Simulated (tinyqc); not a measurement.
Model parameters from four stresses.

Problem. The threshold shift of a transistor under bias-temperature stress follows dV = A (V/V0)^g exp[-(Ea q/kB)(1/T - 1/T0)] (t/1 s)^n. Find n, A, g and Ea.

Inputs (values chosen for the exercise): reference stress voltage V0 = 1.9 V; reference temperature T0 = 373 K.

Constants: q = 1.602176634e-19 C, kB = 1.380649e-23 J/K. Results are converted to the units shown.

dV at (V0, T0, 10 s), (V0, T0, 1000 s), (1.6 V, T0, 1000 s) and (V0, 398 K, 1000 s) (mV): 8.3579132  26.430042  14.734777  36.845006

Solution. Each pair differs in one condition, and the logarithm of its ratio gives one exponent.

n = 0.2500
A = 4.700 mV
g = 3.400
Ea = 0.1700 eV

tinyqc, about 0.01 s, one thread, Intel Xeon 2.30GHz (shared host): `OMP_NUM_THREADS=1 python tinyqc.py 2070108 2070109 out.jsonl`
